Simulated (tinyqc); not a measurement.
Lorentz oscillators and the Kramers-Kronig relations, step by step. Values are carried at full precision from step to step, so a last printed digit may differ when a step is redone from the rounded ones.

eps(E) = 1 + sum_j S_j/(E0_j^2 - E^2 - i G_j E).

Constants: hbar c = 1973.269805 eV angstrom; hbar^2/2m0 = 3.80998211 eV angstrom^2; e^2/(4 pi eps0) = 14.39964547 eV angstrom.

Values chosen for the exercise (line positions loosely like those of GaAs; Lorentz tails absorb below the gap, where the real solid is clear; the results hold for these values, not for the real material):
- E0 = (2.88, 4.51, 6.35) eV (resonances)
- G = (0.48, 0.92, 1.16) eV (widths)
- S = (23.2, 88.2, 49.2) eV^2 (strengths)
- E = 6.8 eV (photon energy)
- h = 0.25 eV (grid step)
- M = 30 (grid points E_j = j h)
- i = 5 (grid index at which eps1 is wanted)

## Dielectric function at one energy

Evaluate each oscillator and the sum.

terms: -0.6069+0.0522i  -3.2177+0.7772i  -2.9941+3.9912i

eps(E) = -5.8187+4.8206i
eps(0) = 9.3535

## Optical constants

n + i k = sqrt(eps1 + i eps2) with k >= 0; R = ((n - 1)^2 + k^2)/((n + 1)^2 + k^2) at normal incidence from vacuum; alpha = 2 E k/(hbar c), times 1e8 for 1/cm; loss function Im(-1/eps) = eps2/(eps1^2 + eps2^2).

Convert eps at the photon energy E into the optical constants.

n = 0.9321
k = 2.5860
R = 0.6422
alpha = 1.78e+06 1/cm
loss function = 0.0844
vacuum wavelength hc/E (hc = 1239.841984 eV nm) = 182.3 nm

The intensity falls to 1/e within 5.61 nm. eps1 is negative, so k exceeds n, as in a metal below its plasma energy; R is 0.64.

## Absorptive part on the grid

Tabulate eps2 at E_j = j h.

eps2(E_j), j = 1 .. M: 0.0992  0.2042  0.3219  0.4617  0.6387  0.8795  1.2374  1.8366  3.0287  6.0714  14.9030  14.9513  7.5047  6.1045  7.3762  11.1030  17.7845  22.2308  17.0731  10.7215  7.2967  5.9380  5.9371  6.9534  7.9822  7.2097  5.2054  3.5337  2.4604  1.7908

## eps1 at one grid point

Kramers-Kronig: eps1(E) = 1 + (2/pi) P integral_0^infinity E1 eps2(E1)/(E1^2 - E^2) dE1. Maclaurin rule on the grid E_j = j h, j = 1 .. M: eps1(E_i) = 1 + (4 h/pi) sum over j with j - i odd of E_j eps2(E_j)/(E_j^2 - E_i^2); nothing is added above E_M.

List the terms E_j eps2_j/(E_j^2 - E_i^2) for j - i odd, add them and form eps1.

terms in order of j (1/eV): -0.0778  -0.8208  1.9190  1.5069  3.2381  6.0308  1.9991  3.0762  5.3532  2.2873  1.1384  1.2115  1.1518  0.5214  0.2456

sum = 28.781 1/eV
eps1(E_i) = 10.161

The oscillator formula gives 10.366 at E_i = 1.25 eV. The rule samples every 2h = 0.5 eV against a narrowest width of 0.48 eV and stops at 7.5 eV; coarse sampling and the missing tail make the difference.

## The f-sum on the grid

W(E_M) = (2/pi) h sum_j E_j eps2_j, with half weight on the last point; the full integral equals sum S_j = (hbar omega_p)^2, and the electron density follows from (hbar omega_p)^2 = 8 pi c (e^2/(4 pi eps0)) N with c = hbar^2/2m0.

W(E_M) = 138.91 eV^2
sum S = 160.60 eV^2
share reached on this grid (a step near the line widths can inflate it) = 0.865
hbar omega_p = 12.673 eV
N = 1.16e+23 1/cm^3

## Checks

- The value of eps1 at 6.840 eV from a fine, long grid (with the tail of eps2 ~ 1/E^3 added) against the oscillator formula: both -5.79.

(tinyqc, `OMP_NUM_THREADS=1 python tinyqc.py 1682145 1682146 out.jsonl`, Intel(R) Xeon(R) Processor @ 2.30GHz, 1 thread, shared host, about 0.2 s.)
